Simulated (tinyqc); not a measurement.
Temperature: two-band k.p model of the X valleys of a zinc-blende crystal.

k along the valley axis, counted from X, c = hbar^2/2m0, e = c k^2/ml. H = [[e - D/2, i P k], [-i P k, e + D/2]] with P^2 = D0 c/ml, so E = e -/+ sqrt(D^2/4 + D0 e). For D = 0 (diamond lattice) the bands cross at X.

With x = D/D0: for x < 1 the minima lie at k_m = sqrt(ml D0 (1 - x^2)/(4 c)), the hump at X has the height dE = (D0/4)(1 - x)^2 and the mass at the minimum is ml/(1 - x^2); the mass at X is ml/(1 - 1/x), negative for x < 1. For x > 1 the minimum is at X.

Thermal masses along the axis for one X point, lower band, E from the minimum, on 1601 points from -0.8 to 0.8 1/angstrom: density-of-states mass m_d = c I^2/(pi kT), I = integral of exp(-E/kT) dk; conductivity mass m_c = 2 c kT/<(dE/dk)^2> with central differences.

Constants: hbar^2/2m0 = 3.80998211 eV angstrom^2; kB = 8.617333262e-05 eV/K.

Parameters, chosen for this exercise (out of a larger set: of the order of those of AlAs; not measured data):
- D = 0.391 eV (splitting of the two conduction levels at X)
- D0 = 0.148 eV (coupling energy)
- ml = 0.635 m0 (mass along the axis from remote bands)

Thermal masses against T.

Results:

| T (K) | kT (meV) | m_d | m_c |
|---|---|---|---|
| 10 | 0.86 | 1.021 | 1.019 |
| 20 | 1.72 | 1.019 | 1.017 |
| 50 | 4.31 | 1.016 | 1.010 |
| 100 | 8.62 | 1.010 | 1.000 |
| 200 | 17.23 | 1.001 | 0.982 |
| 300 | 25.85 | 0.992 | 0.968 |
| 500 | 43.09 | 0.978 | 0.945 |

m_d goes from 1.021 to 0.978 and m_c goes from 1.019 to 0.945. Both start from the edge mass 1.022 and tend to ml = 0.635 for kT far above D0. 

Computed by tinyqc, a small Python program: `OMP_NUM_THREADS=1 python tinyqc.py 1880087 1880088 out.jsonl` (the numbers bound the seed that draws the inputs); one thread of a shared host (Intel(R) Xeon(R) Processor @ 2.30GHz), about 0.01 s for the whole set of steps.
